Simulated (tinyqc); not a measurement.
Implanted layer, carriers, mobility and sheet resistance: effect of the peak chemical concentration.

An n-type layer from the surface x = 0 to the junction xj, N(x) = N0 exp(-(x - Rp)^2/(2 sg^2)). Local neutrality (no depletion at surface or junction, no spilling of carriers), intrinsic carriers neglected, full ionisation of active dopants.

xj = Rp + sg sqrt(2 ln(N0/Nb)). Active dopant A = min(N, Ns); n = A - Nb; mobility mu = m1 + (m2 (T/300 K)^(-bt) - m1)/(1 + ((A + Nb)/Nr)^am). Dose = integral of N, carrier sheet density = integral of n, 1/Rs = q integral of n mu, mean mobility 1/(q Rs sheet density), Hall mobility (unit Hall factor) = integral of n mu^2 over integral of n mu, Hall sheet density = (integral of n mu)^2/integral of n mu^2; all from 0 to xj. Integrals on 4000 steps.

Values chosen for this exercise; values close to those of arsenic in silicon over a p-type background:
```
symbol    value        unit                                 meaning
T           300           K                             temperature
Nb       3.4e15       cm^-3  background doping of the opposite type
m1         50.6  cm^2/(V s)           mobility limit at high doping
m2         1410  cm^2/(V s)  mobility limit at low doping, at 300 K
Nr      9.62e16       cm^-3    reference doping of the mobility law
am        0.676                        exponent of the mobility law
bt          2.1                          temperature exponent of m2
Ns         2e20       cm^-3       solubility limit of active dopant
sg           11          nm                straggle after annealing
Rp           18          nm                         projected range
```

Constants: q = 1.602176634e-19 C. Results are converted to the units shown.

Result of one run:

| N0 (cm^-3) | xj (nm) | dose (cm^-2) | carriers (cm^-2) | Rs (ohm/square) | mean mobility (cm^2/(V s)) | Rs xj (ohm nm) | Hall/true sheet density |
|---|---|---|---|---|---|---|---|
| 2e18 | 57.28 | 5.233e12 | 5.214e12 | 4703 | 254.6 | 2.694e5 | 0.9025 |

What becomes of these results when the peak chemical concentration N0 is changed from 2e18 to 8e20 cm^-3, all else the same?

Result of the changed run:

| N0 (cm^-3) | xj (nm) | dose (cm^-2) | carriers (cm^-2) | Rs (ohm/square) | mean mobility (cm^2/(V s)) | Rs xj (ohm nm) | Hall/true sheet density |
|---|---|---|---|---|---|---|---|
| 8e20 | 72.71 | 2.094e15 | 8.321e14 | 125.9 | 59.58 | 9154 | 0.9721 |

The whole series:

| N0 (cm^-3) | xj (nm) | dose (cm^-2) | carriers (cm^-2) | Rs (ohm/square) | mean mobility (cm^2/(V s)) | Rs xj (ohm nm) | Hall/true sheet density |
|---|---|---|---|---|---|---|---|
| 2.7e17 | 50.54 | 7.054e11 | 6.883e11 | 1.561e4 | 580.9 | 7.890e5 | 0.9689 |
| 7.3e17 | 54.05 | 1.909e12 | 1.891e12 | 8368 | 394.4 | 4.523e5 | 0.9385 |
| 2e18 | 57.28 | 5.233e12 | 5.214e12 | 4703 | 254.6 | 2.694e5 | 0.9025 |
| 5.4e18 | 60.23 | 1.413e13 | 1.411e13 | 2670 | 165.7 | 1.608e5 | 0.8759 |
| 1.5e19 | 63.07 | 3.925e13 | 3.923e13 | 1420 | 112.0 | 8.956e4 | 0.8733 |
| 4e19 | 65.63 | 1.047e14 | 1.047e14 | 714.6 | 83.46 | 4.689e4 | 0.8974 |
| 1.1e20 | 68.13 | 2.879e14 | 2.878e14 | 320.8 | 67.59 | 2.186e4 | 0.9351 |
| 2.9e20 | 70.42 | 7.589e14 | 6.494e14 | 158.4 | 60.68 | 1.115e4 | 0.9629 |
| 8e20 | 72.71 | 2.094e15 | 8.321e14 | 125.9 | 59.58 | 9154 | 0.9721 |

As N0 goes from 2.7e17 to 8e20, xj rises from 50.5 to 72.7 nm, Rs falls from 15600 to 126 ohm/square, the mean mobility falls from 581 to 59.6 cm^2/(V s) and the share of the dose that conducts goes from 97.6 through a maximum of 100 (at N0 = 1.1e20 among the rows listed) to 39.7 %. Rs goes as dose^(-0.63) at the low end and dose^(-0.23) at the high end; constant mobility and activation would give -1. Above N0 = Ns = 2e20 cm^-3 added dopant only widens the clipped top. For N0 = 2.7e17, 7.3e17 depletion at the junction, left out, would remove a tenth of the carriers or more.

Program tinyqc, `OMP_NUM_THREADS=1 python tinyqc.py 2110163 2110164 out.jsonl`; Intel Xeon 2.30GHz, shared host, one thread, about 0.01 s.
